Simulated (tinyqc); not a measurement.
Read current of a NAND string, cells in series solved by shooting: course of the secant iteration.

Cells in series, numbered from 0 at the source line (0 V) to the bit line, each followed by a gap resistance Rg. A cell with gate Vg, threshold VT, source Vs and drain Vd passes I = 2 nf K Vt^2 [F(Vs) - F(Vd)]/(1 + th max(Vg - VT, 0)), F(V) = ln^2(1 + exp((Vg - VT - nf V)/(2 nf Vt))). The selected cell has Vg = Vr, the others Vg = Vp.

For a trial current I start at 0 V and, cell by cell (the selected one is cell 1), solve for the drain: sqrt(F(Vd)) = sqrt(F(Vs) - I/k), k = 2 nf K Vt^2/(1 + th max(Vg - VT, 0)), Vd = [Vg - VT - 2 nf Vt ln(exp(sqrt F) - 1)]/nf, then add I Rg.

Secant steps on the end voltage less Vbl, from the two trials; a trial above the saturation current of a cell has no solution and is moved halfway to the previous trial. Stop below 1e-9 V.

Parameters, values chosen for the exercise; values of the order met in vertical NAND strings:
- T = 358 K (temperature)
- K = 3.7 uA/V^2 (gain factor of a cell)
- nf = 1.4 (slope factor)
- th = 0.11 1/V (mobility reduction factor)
- Rg = 5.4 kohm (resistance of the gap between cells)
- Vbl = 0.5 V (bit-line voltage)
- Vp = 5.9 V (pass voltage)
- Vr = 3.38 V (read voltage on the selected word line)

Constants: q = 1.602176634e-19 C, kB = 1.380649e-23 J/K, Vt = kB T/q. Results are converted to the units shown.

thresholds from the source end, cell 0 to 4 (V): -1.2  2  -1.2  -1.2  3.3
first trial current = 0.54 uA
second trial current = 0.69 uA

Course of the iteration:
```
iteration	I (uA)	end voltage - Vbl (V)	halvings
1	0.737332	2.03e-3	0
2	0.734783	-2.79e-5	0
3	0.734818	-2.19e-8	0
4	0.734818	2.35e-13	0
```

Did this iteration meet its convergence test, and what does its course show?

Yes. Converged in 4 iterations to I = 0.73482 uA. The selected cell takes 39.2 % of the bit-line voltage and the gaps together 3.97 %.

Program tinyqc, `OMP_NUM_THREADS=1 python tinyqc.py 2142069 2142070 out.jsonl`; Intel Xeon 2.30GHz, shared host, one thread, about 0.7 s.
